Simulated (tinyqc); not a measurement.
# Surface potential of a MOS transistor: implicit equation and explicit approximations: two studies

p-type body, charge-sheet picture, depletion and inversion only, full ionisation (an idealisation for deep acceptors), Boltzmann statistics (rough once Na exp(x - xn) passes about Nc/7). In units of Vt: xg = (Vg - Vfb)/Vt, x = psi/Vt, G = gamma/sqrt(Vt), xn = (2 phiF + Vc)/Vt. The implicit equation is (xg - x)^2 = G^2 [x - 1 + exp(x - xn)] for x above about 3. Cox = eps0 eox/tox.

Parameters, values chosen for the exercise; band and dielectric values close to those of silicon:
```
symbol    value   unit                                                                 meaning
T           350      K                                                             temperature
Eg         1.11     eV                                                                band gap
eps_r      11.5                                                          relative permittivity
Nc      3.59e19  cm^-3                                  conduction-band density of states at T
Nv      3.35e19  cm^-3                                     valence-band density of states at T
eox         3.9         relative permittivity of the gate insulator (close to silicon dioxide)
tox         1.8     nm                                                     insulator thickness
Na       3.2e16  cm^-3                                                        acceptor density
Vfb       -0.57      V                                                       flat-band voltage
Vc          0.2      V                                                    channel-body voltage
Vg         1.26      V                                                       gate-body voltage
```

Constants: q = 1.602176634e-19 C, kB = 1.380649e-23 J/K, Vt = kB T/q, eps0 = 8.8541878128e-14 F/cm where lengths are in cm. Results are converted to the units shown.

Each table varies one quantity; the others keep the values above.

## Accuracy of the approximations against gate voltage

ni = sqrt(Nc Nv) exp(-Eg/(2 Vt)), Eg in volts; phiF = Vt ln(Na/ni); gamma = sqrt(2 q eps0 eps_r Na)/Cox; VT = Vfb + Vt (xn + G sqrt(xn - 1)). Depletion value a = 1 + [sqrt(G^2/4 + xg - 1) - G/2]^2; inversion value b = xn + ln[(xg - xn)^2/G^2 - xn + 1] and first guess y = min(a, b) - ln(1 + exp(-|a - b|)) if a > xn + 1, else b = y = a; one second-order correction with D = exp(y - xn), p = 2 (xg - y) + G^2 (1 + D), w = (xg - y)^2 - G^2 (y - 1 + D): z = y + 2 w/(p + sqrt(p^2 - 2 (2 - G^2 D) w)), or the Newton step z = y + w/p where the root is not real. N_inv = (Cox Vt G/q) [sqrt(x - 1 + exp(x - xn)) - sqrt(x - 1)] at the root. Lambert form (Cox m Vt/q) W0[(G/(2 m sqrt(xn - 1))) exp((Vg - VT)/(m Vt))], m = 1 + G/(2 sqrt(xn - 1)). Errors under 1e-4 mV, and the linear form below VT, are printed as 0.

Accuracy of the approximations against gate voltage:
```
Vg (V)  psi (V)    x - xn  error of y (mV)  error of z (mV)  N_inv (cm^-2)  Cox (Vg - VT)/q (cm^-2)  Lambert form (cm^-2)
-0.03   0.50336   -12.768                0                0          39837                        0                 28060
0.17    0.69652   -6.3641          1.64e-3                0       2.0291e7                        0              1.7680e7
0.37    0.88972  0.041719            0.870                0      1.0718e10                2.6218e10             1.0820e10
0.57     1.0299    4.6880             35.1             11.4      6.8115e11                2.4210e12             8.0469e11
0.77     1.0867    6.5722             35.8             13.7      2.3776e12                4.8157e12             2.7437e12
0.97     1.1183    7.6216             26.6             8.40      4.3836e12                7.2105e12             4.9214e12
1.17     1.1399    8.3362             21.3            -6.12      6.5137e12                9.6052e12             7.1761e12
1.37     1.1561    8.8740             17.8            -2.16      8.7094e12                1.2000e13             9.4678e12
1.57     1.1691    9.3038             15.4            -1.16      1.0945e13                1.4395e13             1.1781e13
```

psi rises from 0.503 to 1.17 V and ends 9.3 Vt above 2 phiF + Vc. Among the rows the first guess is off by at most 36 mV (at Vg = 0.77 V) and the corrected value by at most 14 mV. In the last row the linear form is 32 % above N_inv and the Lambert form 7.6 % above it; in the first row the Lambert form is 30 % below it. For Vg = 0.77, 0.97, 1.17, 1.37, 1.57 the electron quasi-Fermi level lies less than 2 Vt below the band edge at the surface, or above it, where degeneracy and confinement, left out, matter.

## Effect of the insulator thickness at fixed gate voltage

Same model as above.

Result of one run:
```
tox (nm)  psi (V)  x - xn  error of y (mV)  error of z (mV)  N_inv (cm^-2)  Cox (Vg - VT)/q (cm^-2)  Lambert form (cm^-2)
1.5        1.1578  8.9314             20.4            -4.52      8.9806e12                1.2938e13             9.8937e12
```

What becomes of these results when the insulator thickness tox is changed from 1.5 to 0.82 nm, all else the same?

Result of the changed run:
```
tox (nm)  psi (V)  x - xn  error of y (mV)  error of z (mV)  N_inv (cm^-2)  Cox (Vg - VT)/q (cm^-2)  Lambert form (cm^-2)
0.82       1.1913  10.040             23.4             6.84      1.6101e13                2.4156e13             1.8159e13
```

The whole series:
```
tox (nm)  psi (V)  x - xn  error of y (mV)  error of z (mV)  N_inv (cm^-2)  Cox (Vg - VT)/q (cm^-2)  Lambert form (cm^-2)
0.6        1.2085  10.611             25.1             7.71      2.1633e13                3.3230e13             2.4725e13
0.82       1.1913  10.040             23.4             6.84      1.6101e13                2.4156e13             1.8159e13
1.1        1.1751  9.5020             21.9             6.08      1.2150e13                1.7857e13             1.3543e13
1.5        1.1578  8.9314             20.4            -4.52      8.9806e12                1.2938e13             9.8937e12
2.1        1.1391  8.3094             18.8            -2.80      6.4194e12                9.0723e12             6.9889e12
2.9        1.1210  7.7086             17.4            -1.90      4.6035e12                6.4066e12             4.9598e12
3.9        1.1042  7.1515             16.1            -1.37      3.3503e12                4.6124e12             3.5779e12
5.4        1.0854  6.5294             14.9           -0.993      2.3168e12                3.1671e12             2.4525e12
```

As tox goes from 0.6 to 5.4, psi falls from 1.21 to 1.09 V, x - xn falls from 10.6 to 6.53 and N_inv falls from 2.16e13 to 2.32e12 cm^-2. The Lambert form lies between 1.06 and 1.14 times N_inv. In every row the electron quasi-Fermi level lies less than 2 Vt below the band edge at the surface, or above it, where degeneracy and confinement, left out, matter.

Computed by the program tinyqc: `OMP_NUM_THREADS=1 python tinyqc.py 2122016 2122017 out.jsonl`, one thread of a shared Intel Xeon 2.30GHz, about 0.01 s for the whole run.
